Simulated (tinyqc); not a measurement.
Thin film between two gates, subbands and threshold shift from confinement: one step of the calculation.

Undoped body with a flat potential across it, hard walls, transport along x. One isotropic valley (g = 1, mx = my = mz = me). Non-parabolicity enters the subband edges through E (1 + al E) = gamma, so E = 2 gamma/(1 + sqrt(1 + 4 al gamma)); motion within a subband is taken as parabolic with the band-edge mass. Energies are counted from the bulk band edge.

Question. Lowest subbands. gamma = C (pi k/(t + dl))^2/mz, C = hbar^2/(2 m0). List the 3 lowest, labelled by quantum numbers, with degeneracy g and N_k: N_k = g sqrt(mx my) m0 kB T/(pi hbar^2).

Inputs (values chosen for the exercise); masses close to those of InAs:
- T = 300 K (temperature)
- me = 0.0232 m0 (mass at the band edge)
- al = 2.5 1/eV (non-parabolicity)
- t = 4.4 nm (film thickness (along z))
- dl = 0.2 nm (widening of the box by penetration into the insulator)

Constants: q = 1.602176634e-19 C, kB = 1.380649e-23 J/K, hbar = 1.054571817e-34 J s, m0 = 9.1093837015e-31 kg, Vt = kB T/q, hbar^2/(2 m0) = 0.0380998212 eV nm^2. Results are converted to the units shown.

Find: E_k; g; N_k.

Answer.

```
subband	E_k (eV)	g	N_k (cm^-2)
1	0.3886	1	2.505e11
2	0.9250	1	2.505e11
3	1.473	1	2.505e11
```

Range of the model: Non-parabolicity also makes carriers heavier within each subband, which is left out, so densities of states are understated at high energy. Levels near or above 1 eV lie beyond real barriers and upper valleys; they are listed for the hard-wall model only.

Computed by the program tinyqc: `OMP_NUM_THREADS=1 python tinyqc.py 2350028 2350029 out.jsonl`, one thread of a shared Intel Xeon 2.30GHz, about 0.02 s for the whole run.
